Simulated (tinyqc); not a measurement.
Comparisons within one model: finite square well with mass mismatch (envelope functions). A value that a table varies takes the place of the one given here.

A square well of width L and depth V0, mass mw inside and mb outside, energies from the bottom of the well, c = hbar^2/2m0. k = sqrt(mw E/c), kappa = sqrt(mb (V0 - E)/c). psi and psi'/m are continuous at the walls (BenDaniel-Duke), so level n solves k L + 2 atan[(k/mw)/(kappa/mb)] = n pi.

Non-parabolic bands: mw is replaced by mw (1 + alpha_w E) and mb by mb (1 - alpha_b (V0 - E)), in k, kappa and the matching condition alike.

Constants: hbar^2/2m0 = 3.80998211 eV angstrom^2.

Values chosen for the exercise (near those of an InGaAs well in InAlAs; not measured data):
- V0 = 0.507 eV (barrier height)
- mw = 0.0413 m0 (mass in the well)
- mb = 0.0758 m0 (mass in the barrier)
- Ls = (21, 26, 33, 41, 52, 65, 81) angstrom (widths)
- L = 180 angstrom (well width)
- alpha_w = 1.07 1/eV (non-parabolicity in the well)
- alpha_b = 0.42 1/eV (non-parabolicity in the barrier)

## Width of the well

Levels against L, beside the infinite well E1(hard) = c (pi/L)^2/mw; Pb is the probability of level 1 in the barriers; a dash marks an unbound level.

Levels:

| L (angstrom) | bound levels | E1 (eV) | E2 (eV) | E1(hard) (eV) | Pb |
|---|---|---|---|---|---|
| 21 | 1 | 0.2828 | - | 2.0646 | 0.358 |
| 26 | 1 | 0.2395 | - | 1.3469 | 0.275 |
| 33 | 1 | 0.1931 | - | 0.8361 | 0.197 |
| 41 | 1 | 0.1547 | - | 0.5416 | 0.140 |
| 52 | 2 | 0.1180 | 0.4526 | 0.3367 | 0.094 |
| 65 | 2 | 0.0893 | 0.3560 | 0.2155 | 0.062 |
| 81 | 2 | 0.0664 | 0.2674 | 0.1388 | 0.040 |

The infinite well overestimates E1 by a factor 7.30 at 21 angstrom and 2.09 at 81 angstrom. The local exponent d ln E1/d ln L goes from -0.78 (first two rows) to -1.35 (last two), towards the -2 of hard walls, as Pb falls from 0.358 to 0.040. E2 - E1 is largest at 52 angstrom of the widths listed.

## Levels of description

The same well five ways. mb = mw: the barrier takes the mass of the well. psi' continuous: kappa holds mb but the condition drops the masses, k L + 2 atan(k/kappa) = n pi. The last column is measured against BenDaniel-Duke.

Levels (eV):

| model | E1 | E2 | E3 | E1 - E1(BDD) (meV) |
|---|---|---|---|---|
| infinite walls | 0.0281 | 0.1124 | 0.2529 | 8.7 |
| mb = mw | 0.0212 | 0.0844 | 0.1876 | 1.8 |
| BenDaniel-Duke | 0.0194 | 0.0780 | 0.1762 | 0.0 |
| psi' continuous | 0.0227 | 0.0900 | 0.1987 | 3.3 |
| non-parabolic | 0.0198 | 0.0758 | 0.1594 | 0.4 |

Hard walls put E1 8.7 meV too high. Ignoring the mass step moves it by +1.8 meV and the wrong matching by +3.3 meV: with mb/mw = 1.84, continuity of psi'/m lets the slope outside be 1.84 times the slope inside, which acts like a softer wall. Non-parabolicity shifts E1 by +0.4 meV, the balance of a heavier mass in the well, which lowers it, and a lighter mass deep in the barrier, which hardens the wall. Among the finite wells the largest departure in E1 is that of the model 'psi' continuous'.

## What each parameter does

Parabolic bands. Pb is the probability of level 1 in the barriers, (A^2/kappa)/(A^2/kappa + L/2 + sin(kL)/(2k)) with A = cos(kL/2). Each row changes one parameter from the base and keeps the others.

Results:

| case | E1 (eV) | bound levels | Pb | V0 - E1 (eV) |
|---|---|---|---|---|
| base | 0.0194 | 5 | 0.0064 | 0.4876 |
| L = 198 angstrom | 0.0166 | 5 | 0.0050 | 0.4904 |
| V0 = 0.583 eV | 0.0199 | 5 | 0.0054 | 0.5631 |
| mw = 0.0372 m0 | 0.0208 | 5 | 0.0074 | 0.4862 |
| mb = 0.0606 m0 | 0.0201 | 5 | 0.0061 | 0.4869 |

The largest shifts from the base row, up to three for each result and ties (the steps differ in size, so this ranks the rows, not the parameters). E1 (eV): L -0.0029, mw +0.0014, mb +0.0007. bound levels: unchanged at the printed digits by L, V0, mw and mb. Pb: L -0.0014, V0 -0.0010, mw +0.0010. V0 - E1 (eV): V0 +0.0756, L +0.0029, mw -0.0014.

Run: tinyqc, `OMP_NUM_THREADS=1 python tinyqc.py 1282174 1282175 out.jsonl`; Intel(R) Xeon(R) Processor @ 2.30GHz, one thread, shared host; about 0.01 s of CPU time with all checks.
